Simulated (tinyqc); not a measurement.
# FinFET, parasitic resistance, capacitance and delay: several studies

Nf fins under one contact; each has gated perimeter p = 2 Hf + Wf and cross-section A = Hf Wf; contact width Wc = Nf pf, stack height Hs = Hf. Contact length Lc = CPP - Lg - 2 Lsp, shared by two neighbouring gates. Source and drain sides are equal. The formulas are first-order estimates, not field solutions.

Inputs (values chosen for the exercise); values close to those of silicon logic devices:
```
symbol,value,unit,meaning
T,300,K,temperature
Nf,3,,number of fins
Hf,55,nm,fin height
Wf,6,nm,fin width
pf,30,nm,fin pitch
CPP,51,nm,contacted gate pitch
Lg,14,nm,gate length
Lsp,4,nm,spacer length
ks,7,,relative permittivity of the spacer
Hc,25,nm,gate height above the channel stack
rc,5e-9,ohm cm^2,contact resistivity
re,0.00029,ohm cm,resistivity of the source-drain epitaxy
te,15,nm,current-carrying depth of the epitaxy
rx,0.00058,ohm cm,resistivity of the extension
Lov,0.5,nm,gate overlap
Cinv,2.8,uF/cm^2,inversion capacitance
vx,1.4e7,cm/s,injection velocity
mu,290,cm^2/(V s),apparent mobility
VT,0.29,V,threshold at zero drain voltage
dl,0.077,V/V,barrier lowering
n,1.15,,subthreshold factor
Cw,0.26,fF,wire load
Vdd,0.6,V,supply voltage
```

Constants: q = 1.602176634e-19 C, kB = 1.380649e-23 J/K, eps0 = 8.8541878128e-12 F/m, Vt = kB T/q. Results are converted to the units shown.

Each table varies one quantity; the others keep the values above.

## Effect of the relative permittivity of the spacer

Epitaxy sheet resistance Rsh = re/te, transfer length LT = sqrt(rc/Rsh), contact Rc = [sqrt(rc Rsh)/Wc] coth(Lc/(2 LT)); extension of one fin Rx = rx Lsp/A. With N fins: gate Cg = Cinv p N Lg; per side, plate Cp = ks eps0 [Wc (Hs + Hc) - N A]/Lsp, top fringe Cf = (2/pi) ks eps0 Wc ln(1 + Lg/(2 Lsp)), overlap Co = Cinv p N Lov. One fin: I = p Q vx u/(1 + |u|^1.8)^(1/1.8), Q = Cinv n Vt ln(1 + exp((Vg' - VT + dl Vd')/(n Vt))), u = Vd' mu/(vx Lg), Vg' = Vgs - v, Vd' = Vds - 2 v, with the drop on each side v = Rc (sum of I) + Rx I. Ieff = [I(Vgs = Vdd, Vds = Vdd/2) + I(Vdd/2, Vdd)]/2, total currents. With Cs = Cp + Cf + Co, the load of an inverter of two such devices driving an equal one is CL = 2 (Cg + 2 Cs) + 4 Cs + Cw (own drains counted twice for the Miller effect); delay CL Vdd/(2 Ieff).

The same in every row: Rc (ohm) = 393.5; Rx/N (ohm) = 23.43; Ieff (uA) = 146.1.

Results:

| ks | CL (aF) | delay (ps) |
|---|---|---|
| 1 | 685.9 | 1.408 |
| 2 | 800.0 | 1.643 |
| 3 | 914.0 | 1.877 |
| 4 | 1028 | 2.111 |
| 7 | 1370 | 2.814 |

Estimate the missing row, ks = 5.5.

Computed row:

| ks | CL (aF) | delay (ps) |
|---|---|---|
| 5.5 | 1199 | 2.462 |

With this row back in the table: As ks goes from 1 to 7, Ieff stays at 146 uA, CL rises from 686 to 1370 aF and the delay rises from 1.41 to 2.81 ps.

## Effect of the supply voltage

Same model as above.

The same in every row: Rc (ohm) = 393.5; Rx/N (ohm) = 23.43; CL (aF) = 1370.

Effect of the supply voltage:

| Vdd (V) | Ieff (uA) | delay (ps) |
|---|---|---|
| 0.45 | 70.81 | 4.354 |
| 0.55 | 119.4 | 3.156 |
| 0.65 | 173.7 | 2.564 |
| 0.75 | 229.9 | 2.235 |
| 0.85 | 286.3 | 2.034 |
| 0.95 | 342.3 | 1.902 |

As Vdd goes from 0.45 to 0.95 V, Ieff rises from 70.8 to 342 uA, CL stays at 1370 aF and the delay falls from 4.35 to 1.90 ps.

## Effect of the contact resistivity

Same model as above.

The same in every row: Rx/N (ohm) = 23.43; CL (aF) = 1370.

Results:

| rc (ohm cm^2) | Rc (ohm) | Ieff (uA) | delay (ps) |
|---|---|---|---|
| 1e-10 | 16.01 | 243.8 | 1.686 |
| 2.1e-10 | 25.34 | 240.2 | 1.711 |
| 4.5e-10 | 44.29 | 233.3 | 1.762 |
| 2.1e-9 | 171.2 | 194.3 | 2.116 |
| 4.4e-9 | 347.5 | 154.5 | 2.660 |
| 9.4e-9 | 730.7 | 102.1 | 4.025 |
| 2e-8 | 1543 | 58.35 | 7.046 |

Estimate the missing row, rc = 9.7e-10 ohm cm^2.

Computed row:

| rc (ohm cm^2) | Rc (ohm) | Ieff (uA) | delay (ps) |
|---|---|---|---|
| 9.7e-10 | 84.43 | 219.7 | 1.871 |

With this row back in the table: As rc goes from 1e-10 to 2e-8 ohm cm^2, Ieff falls from 244 to 58.3 uA, CL stays at 1370 aF and the delay rises from 1.69 to 7.05 ps. Rc goes as rc^(0.62) at the start and rc^(0.99) at the end (1/2 for a long contact, 1 for a short one). For rc = 1e-10 to 2.1e-10 ohm cm^2 rc lies near or below the quantum limit of metal-silicon contacts.

Numbers from tinyqc (`OMP_NUM_THREADS=1 python tinyqc.py 2170172 2170173 out.jsonl`; about 0.04 s on one thread of a shared Intel Xeon 2.30GHz).
